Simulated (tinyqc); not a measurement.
# Potential step from the flux

Question. On one interval J = (q mu Vt/hx) [nb B(d) - na B(-d)], B(d) = d/(exp(d) - 1), d = (psi_b - psi_a)/Vt. Find psi_b - psi_a, and the step at which J would vanish.

Inputs (values chosen for the exercise):
- T = 250 K (temperature)
- mu = 1360 cm^2/(V s) (electron mobility)
- na = 9.4e13 cm^-3 (density at the left node)
- nb = 1.3e13 cm^-3 (density at the right node)
- hx = 19 nm (node spacing)

Constants: q = 1.602176634e-19 C, kB = 1.380649e-23 J/K, Vt = kB T/q. Results are converted to the units shown.

J = -383.36466 A/cm^2

Answer. B(d) falls and B(-d) rises with d, so J falls steadily with the step and one value matches. J = 0 needs nb/na = exp(d), the Boltzmann ratio.

psi_b - psi_a = 0.02600 V
step for J = 0 = -0.04262 V

Computed by the program tinyqc: `OMP_NUM_THREADS=1 python tinyqc.py 2220020 2220021 out.jsonl`, one thread of a shared Intel Xeon 2.30GHz, about 0.01 s for the whole run.
